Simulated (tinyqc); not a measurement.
The whole curve: space-charge-limited current through a thin insulating or semi-insulating film with traps. Computed by tinyqc, a small Python program. Command: `OMP_NUM_THREADS=1 python tinyqc.py 3028979 3028980 out.jsonl sclc walk`. One thread of a shared host (Intel(R) Xeon(R) Processor @ 2.30GHz), about 0.01 s of CPU time with the checks.

One ohmic injecting contact at x = 0 (field zero), drift only, non-degenerate free carriers.

Inputs (values chosen for the exercise, modelled on an amorphous oxide semiconductor):

| quantity | value | unit |
|---|---|---|
| permittivity eps | 10 | - |
| band mobility mu | 6.2 | cm^2/(V s) |
| effective density of states N_c | 4.9e+18 | 1/cm^3 |
| trap density N_t | 1.2e+15 | 1/cm^3 |
| equilibrium Fermi level below the band edge, E_0 | 0.81 | eV |
| thickness d | 1500 | nm |
| free density at the anode, in units of N_c | 1e-05 | - |
| temperature T | 350 | K |
| trap level E_t below the band edge | 0.42 | eV |

Traps: single level.

Constants: k_B = 8.617333262e-05 eV/K; e = 1.602176634e-19 C; eps_0 = 8.8541878128e-12 F/m.

Method:
- Free density n_0 = N_c exp(-E_0/k_B T) in equilibrium; trapped density n_t(n) = N_t/(1 + n_1/n), n_1 = N_c exp(-E_t/k_B T).
- theta = n/(n + n_t) at the anode density; trap-filled-limit voltage V_TFL = e (N_t - n_t(n_0)) d^2/(2 eps eps_0).
- J = e mu n F and (eps eps_0/e) dF/dx = n - n_0 + n_t(n) - n_t(n_0) = rho(n). With F = J/(e mu n): d = (eps eps_0 J/(e^2 mu)) I_1 and V = (eps eps_0 J^2/(e^3 mu^2)) I_2, I_k = int_(n_L)^infinity dn/(n^(k+1) rho(n)), n_L the density at the anode; with u = n_L/n, 200 Gauss-Legendre points in t, u = 1 - (1 - t)^2.
- The last column is d ln J/d ln V up to the next row.

V_TFL = 2.44284 V

Current against voltage:

| n_L (1/cm^3) | V (V) | J (A/cm^2) | slope |
|---|---|---|---|
| 1.10e+07 | 3.9394e-06 | 3.4324e-13 | 1.6630 |
| 8.20e+07 | 1.1273e-04 | 9.0772e-11 | 1.9713 |
| 6.00e+08 | 8.8403e-04 | 5.2614e-09 | 1.9974 |
| 4.40e+09 | 6.5275e-03 | 2.8538e-07 | 2.0089 |
| 3.20e+10 | 4.6799e-02 | 1.4929e-05 | 2.0669 |
| 2.30e+11 | 3.0291e-01 | 7.0871e-04 | 2.4474 |
| 1.70e+12 | 1.2825e+00 | 2.4230e-02 | 4.4969 |
| 1.30e+13 | 2.3627e+00 | 3.7814e-01 | 6.6916 |
| 9.20e+13 | 3.3153e+00 | 3.6484e+00 | 3.5193 |
| 6.70e+14 | 7.0016e+00 | 5.0666e+01 | 2.3134 |
| 4.90e+15 | 3.0303e+01 | 1.5021e+03 | 2.0508 |
| 3.60e+16 | 1.9921e+02 | 7.1435e+04 | - |

The slope starts at 1.66, peaks at 6.7 between 2.36 and 3.32 V and ends at 2.05. Rows below 0.30 V (10 k_B T/e) are formal, since diffusion from the contact rules there. Self-heating is left out, although J V exceeds 1e5 W/cm^2 at the last row. The steep part is the filling of the level near V_TFL = 2.44 V, from which N_t can be read; below it a slope near 2, where the rows show one, belongs to the square law scaled by theta.

Extremes, crossings and ranges named in words are read from the listed rows.
